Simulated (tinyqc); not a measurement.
# Worked calculation: one-sided p+-n junction, ionisation integral and breakdown

tinyqc, about 0.07 s, one thread, Intel Xeon 2.30GHz (shared host): `OMP_NUM_THREADS=1 python tinyqc.py 2120104 2120105 out.jsonl` Printed values are rounded.

A p+ layer at x < 0 and an n drift layer from x = 0. Depletion approximation, built-in voltage neglected. Local ionisation coefficients alpha_n = an exp(-(bn/E)^mx), alpha_p = ap exp(-(bp/E)^mx). Electrons move towards +x, holes towards x = 0.

Parameters, values chosen for the exercise; material values close to those of germanium:
- eps_r = 15.9 (relative permittivity)
- an = 1.53e7 1/cm (prefactor of the electron ionisation coefficient)
- bn = 1.51e6 V/cm (field constant for electrons)
- ap = 9.37e6 1/cm (prefactor of the hole ionisation coefficient)
- bp = 1.28e6 V/cm (field constant for holes)
- mx = 1 (exponent)
- N = 1e15 cm^-3 (donor density of the drift layer)
- V = 142 V (reverse voltage)
- fr = 0.4 (share of the depleted width that the grid covers)

Constants: q = 1.602176634e-19 C, eps0 = 8.8541878128e-14 F/cm where lengths are in cm. Results are converted to the units shown.

## Field and ionisation coefficients on a grid

W = sqrt(2 eps0 eps_r V/(q N)), peak field E0 = q N W/(eps0 eps_r), falling linearly to 0 at W. Grid: 11 equal steps from 0 to fr W.

W = 15.79708 um

```
point    x (um)  E (kV/cm)  alpha_n (1/cm)  alpha_p (1/cm)
0      0.000000   179.7800        3443.384        7579.569
1      0.574439   173.2426        2508.050        5793.776
2      1.148879   166.7051        1781.931        4336.379
3      1.723318   160.1677        1231.197        3169.718
4      2.297758   153.6302        824.3267        2255.955
5      2.872197   147.0927        532.5792        1557.802
6      3.446636   140.5553        330.3856        1039.284
7      4.021076   134.0178        195.6264        666.5107
8      4.595515   127.4804        109.7718        408.4065
9      5.169954   120.9429        57.86632        237.3461
10     5.744394   114.4055        28.35190        129.6382
11     6.318833   107.8680        12.74036        65.80332
```

## Ionisation integrals by the trapezoid rule

G(x) = integral from 0 to x of (alpha_n - alpha_p); I_n = integral of alpha_n exp(-G) (electrons injected at x = 0), I_p = integral of alpha_p exp(G(end) - G) (holes injected at the far edge); M = 1/(1 - I). All integrals by the trapezoid rule on the grid.

```
point           G  alpha_n exp(-G) (1/cm)
0       0.0000000                3443.384
1      -0.2131719                3103.956
2      -0.3809131                2608.071
3      -0.5099600                2050.220
4      -0.6067574                1512.205
5      -0.6773230                1048.436
6      -0.7271303                 683.612
7      -0.7610160                 418.728
8      -0.7831181                 240.212
9      -0.7968505                 128.379
10     -0.8049147                  63.409
11     -0.8093479                  28.620
```

I_n = 0.7808487
I_p = 0.8988640
M_n = 4.563058
M_p = 9.887680

A grid of 1500 steps over the whole width gives I_n = 0.7804 and I_p = 0.9022; the coarse I_n is 0.054 % above and the coarse I_p 0.37 % below those values. Holes multiply more: on this coarse grid M - 1 is 2.49 times as large for them.

## Breakdown voltage by secant steps

G(x) = integral from 0 to x of (alpha_n - alpha_p); I_n = integral of alpha_n exp(-G) (electrons injected at x = 0), I_p = integral of alpha_p exp(G(end) - G) (holes injected at the far edge); M = 1/(1 - I). Secant steps on ln I_n(V) = 0 with the integrals on a fine grid (1500 steps), from the points V = 103 and 138 V; stop when the step is below 1e-7 of V.

Course of the iteration:
```
step     V (V)        I_n  change of V (V)
1          138  0.6445819             8.26
2     146.2600  0.9547475            0.974
3     147.2337  0.9995425          9.72e-3
4     147.2434  0.9999996          7.58e-6
```

Breakdown at 147.24 V, with a peak field of 183.1 kV/cm and W = 16.09 um. The integral for holes reaches 1 at the same voltage.
